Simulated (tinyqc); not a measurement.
## Trap spacing and activation energy from three currents

Question. In its exponential range, without heating, an amorphous layer of thickness ua passes I = (I0/2) exp[-(Ea - q V dz/(2 ua))/kB T]. Find dz, Ea and I0.

Values chosen for this exercise: amorphous thickness ua = 36 nm.

Constants: q = 1.602176634e-19 C, kB = 1.380649e-23 J/K. Results are converted to the units shown.

I at (0.3 V, 300 K), (0.46 V, 300 K) and (0.46 V, 340 K) (nA): [1491.5053, 2519.6957, 7897.2390]

Answer. The two voltages give dz/ua, the two temperatures the lowered barrier.

dz = 6.10 nm
Ea = 0.290 eV
I0 = 83.1 mA

Program tinyqc, `OMP_NUM_THREADS=1 python tinyqc.py 2490125 2490126 out.jsonl`; Intel Xeon 2.30GHz, shared host, one thread, about 0.01 s.
